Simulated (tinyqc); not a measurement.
Inside a calculation. Method: one-electron ion in a basis of Gaussians. Computed by tinyqc, a small Python program that keeps every step. Settings: Z = 1, l = 1. Command: `OMP_NUM_THREADS=1 python tinyqc.py 26945 26946 out.jsonl` (the two numbers bound the seeds that draw the settings). One thread of a shared host (Intel(R) Xeon(R) Processor @ 2.60GHz), about 0.01 s of CPU time with the checks.

## Matrices over normalised Gaussians

exponents of r^l exp(-a r^2) (1/bohr^2): 0.012220  0.044070  0.158900  0.572800

Z = 1

l = 1

With p = a_i + a_j and I(k) = Gamma((k+1)/2) / (2 p^((k+1)/2)): S = I(2l+2), T = (2l+3) a_i a_j S / p, V = -Z I(2l+1), each divided by sqrt(S_ii S_jj).

S, lower triangle:
```
          1         2         3         4
1  1.000000
2  0.617326  1.000000
3  0.190356  0.617418  1.000000
4  0.043751  0.190447  0.617520  1.000000
```

T (hartree), lower triangle:
```
          1         2         3         4
1  0.030550
2  0.029530  0.110175
3  0.010800  0.106508  0.397250
4  0.002617  0.038967  0.384074  1.432000
```

V (hartree), lower triangle:
```
           1          2          3          4
1  -0.117602
2  -0.110178  -0.223332
3  -0.059235  -0.209247  -0.424073
4  -0.025173  -0.112521  -0.397357  -0.805156
```

## Generalised eigenproblem

H = T + V (hartree), lower triangle:
```
           1          2          3         4
1  -0.087052
2  -0.080648  -0.113157
3  -0.048435  -0.102738  -0.026823
4  -0.022556  -0.073554  -0.013283  0.626844
```

Solve H C = S C e through S^(-1/2); each column has its largest component positive (the first on a tie).

eigenvalues of S: 0.155002  0.473348  1.183829  2.187821

eigenvalues (hartree): -0.124742  -0.051624  0.132732  1.139656

coefficients:
```
          1          2          3          4
1  0.224889   1.194506  -0.559502  -0.180294
2  0.695434  -0.718720   1.342415   0.553859
3  0.218092  -0.173866  -1.288306  -1.171574
4  0.032696  -0.027003  -0.011948   1.349765
```

For Z = 1 and l = 1 the exact lowest level is -Z^2/(2 n^2) with n = l + 1: -0.125000 hartree.
